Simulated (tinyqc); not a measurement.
Four methods from the same start: geometry relaxation of a small cluster. Computed by tinyqc, a small Python program. Command: `OMP_NUM_THREADS=1 python tinyqc.py 3020405 3020406 out.jsonl relax walk`. One thread of a shared host (Intel(R) Xeon(R) Processor @ 2.30GHz), about 0.01 s of CPU time with the checks.

E = sum_(i<j) phi(r_ij), phi(r) = eps [exp(-2 alpha (r - r0)) - 2 exp(-alpha (r - r0))]; the force on i is -sum_j phi'(r_ij) (R_i - R_j)/r_ij.

Inputs (values chosen for the exercise, for model atoms):
```
quantity                 value           unit
length r0                 2.76       angstrom
well depth eps            0.44             eV
stiffness alpha           1.54     1/angstrom
step factor eta           0.13  angstrom^2/eV
largest number of steps    500              -
```

Potential: Morse. Method: conjugate gradient.

starting positions (angstrom):
```
            x     y     z
atom 1  -0.03  0.03  0.14
atom 2   2.67  0.09  0.07
atom 3   1.37  2.46  0.16
atom 4   1.51  0.61  2.16
```

Method:
- Conjugate gradient (Polak-Ribiere): d = F + beta d(old), beta = max(0, F.(F - F(old))/|F(old)|^2), d = F at first; step length from one secant, s = eta (F.d)/(F.d - F(R + eta d).d), replaced by eta if that is not positive; R(new) = R + s d.
- No atom moves more than 0.3 angstrom a step (the whole step is scaled). Stop when the largest force component is below 1e-5 eV/angstrom.
- Hessian at the final positions by central differences of the forces; six eigenvalues vanish (translations and rotations). Steepest descent is stable for eta below 2/lambda_max and contracts the softest mode by 1 - eta lambda_min a step.
- Steepest descent: R(new) = R + eta F.
- BFGS: R(new) = R + B F with the inverse Hessian B = eta 1 at first; with s = R(new) - R, y = F - F(new), rho = 1/(y.s): B(new) = (1 - rho s y^T) B (1 - rho y s^T) + rho s s^T, skipped if y.s is not positive.
- FIRE with unit mass: if F.v > 0, v = (1 - a) v + a |v| F/|F|, and after more than 5 such steps in a row dt = min(1.1 dt, 5 dt0), a = 0.99 a; else v = 0, a = 0.1, and dt = dt/2 (not at the first step). Then v = v + dt F, R(new) = R + dt v. dt0 = sqrt(eta), a = 0.1 at first.
- In this comparison each method may take up to 1500 steps.

contraction of the softest mode = 0.728689

non-zero eigenvalues (eV/angstrom^2): 2.08701  2.08701  4.17402  4.17402  4.17403  8.34805

condition number = 4.00000

Cost:
```
method              steps  force calls  final E (eV)  calls to reach 1e-2
steepest descent       28           29       -2.6400                    7
conjugate gradient     10           21       -2.6400                    9
BFGS                   12           13       -2.6400                    6
FIRE                   81           82       -2.6400                   21
```

What follows from these numbers?

In force calls the order is BFGS (13), conjugate gradient (21), steepest descent (29), FIRE (82). All that converged end at the same energy. Near the minimum steepest descent multiplies the slowest mode by 0.729 in size a step, 7 steps a decade of force, at a condition number of 4.0. On this problem it beats FIRE in force calls.

Extremes, crossings and ranges named in words are read from the listed rows.
